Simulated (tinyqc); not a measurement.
# Electron mobility in a silicon inversion layer, empirical terms and Matthiessen rule: what changes with what

Inversion layer of sheet density Ns on a uniformly doped body. The mobility terms are empirical power laws with prefactors chosen for the exercise; adding their inverses (Matthiessen) is itself an approximation.

Values chosen for this exercise; material values close to those of silicon:

| symbol | value | unit | meaning |
|---|---|---|---|
| T | 293 | K | temperature |
| Eg | 1.11 | eV | band gap |
| eps_r | 11.8 |  | relative permittivity of the semiconductor |
| Nc | 2.67e19 | cm^-3 | conduction-band density of states at T |
| Nv | 2.55e19 | cm^-3 | valence-band density of states at T |
| Nb | 1.4e18 | cm^-3 | body doping |
| Vsb | 1 | V | reverse body bias |
| eta | 0.5 |  | weight of the inversion charge in the effective field |
| Ap | 385 | cm^2/(V s) | phonon-limited mobility at 1 MV/cm and 300 K |
| As | 923 | cm^2/(V s) | roughness-limited mobility at 1 MV/cm |
| gs | 2 |  | exponent of the roughness term |
| Ac | 2700 | cm^2/(V s) | Coulomb prefactor |
| Nit | 1.1e10 | cm^-2 | charge at the interface |
| Ns | 3.9e12 | cm^-2 | inversion density |

Constants: q = 1.602176634e-19 C, kB = 1.380649e-23 J/K, Vt = kB T/q, eps0 = 8.8541878128e-14 F/cm where lengths are in cm. Results are converted to the units shown.

Each table varies one quantity; the others keep the values above.

## Effect of the reverse body bias

ni = sqrt(Nc Nv) exp(-Eg/(2 Vt)), Eg in volts; Ndep = sqrt(2 eps0 eps_r Nb (2 Vt ln(Nb/ni) + Vsb)/q); E = q (Ndep + eta Ns)/(eps0 eps_r), in MV/cm. With t = T/(300 K): muC = Ac (Ns/1e12 cm^-2) t/(Nb/1e17 cm^-3 + Nit/1e11 cm^-2), muP = Ap E^(-1/3) t^(-1.75), muS = As E^(-gs); 1/mu is the sum of the inverses.

The same in every row: muC (cm^2/(V s)) = 728.87.

Results:
```
Vsb (V)	E (MV/cm)	muP (cm^2/(V s))	muS (cm^2/(V s))	mu (cm^2/(V s))
0	0.94182	409.34	1040.6	209.38
0.4	1.0638	393.05	815.55	194.46
0.8	1.1689	380.90	675.53	182.56
1.2	1.2626	371.24	579.01	172.63
2	1.4268	356.41	453.37	156.66
2.4	1.5006	350.47	409.91	150.04
```

Estimate the missing row, Vsb = 1.6 V.

Computed row:
```
Vsb (V)	E (MV/cm)	muP (cm^2/(V s))	muS (cm^2/(V s))	mu (cm^2/(V s))
1.6	1.3479	363.23	508.01	164.11
```

With this row back in the table: As Vsb goes from 0 to 2.4 V, E rises from 0.942 to 1.50 MV/cm and mu falls from 209 to 150 cm^2/(V s). The phonon term is the smallest in the first and the last row. At Vsb = 2.4 V E passes 1.5 MV/cm, beyond the usual range of such laws.

## Universality: two dopings at the same effective field

Same model as above.

For each E, Ns is chosen to give that field on bodies with Nb = 2e17 and 1.4e18 cm^-3; the last column leaves out muC.

Universality: two dopings at the same effective field:
```
E (MV/cm)	Ns, light body (cm^-2)	mu, light (cm^2/(V s))	Ns, heavy body (cm^-2)	mu, heavy (cm^2/(V s))	without muC (cm^2/(V s))
0.973	8.280e12	278.4	7.185e11	91.39	286.1
1.1	9.936e12	252.3	2.375e12	163.0	257.5
1.24	1.176e13	226.7	4.201e12	178.0	230.2
1.41	1.398e13	199.8	6.418e12	172.9	202.1
1.59	1.633e13	175.5	8.766e12	159.8	177.1
1.8	1.907e13	151.9	1.150e13	142.7	152.9
2.03	2.207e13	130.6	1.450e13	125.2	131.2
2.29	2.546e13	111.1	1.790e13	107.9	111.5
```

What does the table show?

The heavily doped body has 0.328 of the mobility of the light one in the first row and 0.971 in the last; there they lie 3.2 % below and 0.35 % below the curve without Coulomb scattering, which depends on E alone. The heavy body leaves that curve at low E because its field comes mostly from depletion charge and few carriers screen.

Numbers from tinyqc (`OMP_NUM_THREADS=1 python tinyqc.py 2510169 2510170 out.jsonl`; about 0.01 s on one thread of a shared Intel Xeon 2.30GHz).
